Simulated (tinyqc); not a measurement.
CMOS latch-up, two-transistor model: one step of the calculation.

A parasitic pnp (emitter at Vdd, base shunted by Rw) and npn (emitter at ground, base shunted by Rs) feed each other: the npn collector current flows out of the pnp base node, the pnp collector current into the npn base node. Forward-active transistors with constant gains: Icn = Isn exp(Vn/Vt), Icp = Isp (exp(Vp/Vt) - 1). A current Ii is injected into the npn base node.

Question. Holding current and voltage. On state with both base-emitter voltages at Von: npn base current Ib = (Von/Rs + bp Von/Rw)/(bn bp - 1), holding current Ih = (bn + 1) Ib + Von/Rs, holding voltage Vh = Vsat + Von + R2 (Ib + Von/Rs).

Values chosen for this exercise; values close to those of bulk CMOS:
```
symbol,value,unit,meaning
bn,21.7,,current gain of the npn
bp,5.7,,current gain of the pnp
Rs,1400,ohm,substrate resistance shunting the npn
Rw,4800,ohm,well resistance shunting the pnp
R2,510,ohm,resistance from the pnp collector to the npn base
Von,0.72,V,base-emitter voltage in the on state
Vsat,0.12,V,saturation voltage
Vdd,1.8,V,supply voltage
```

Give: bn bp; Ib; Ih; Vh.

Answer.

bn bp = 123.69
Ib = 0.011161 mA
Ih = 0.76763 mA
Vh = 1.1080 V

Vh is below Vdd = 1.8 V, so the supply can sustain a latched state.

Computed by the program tinyqc: `OMP_NUM_THREADS=1 python tinyqc.py 2670148 2670149 out.jsonl`, one thread of a shared Intel Xeon 2.30GHz, about 0.07 s for the whole run.
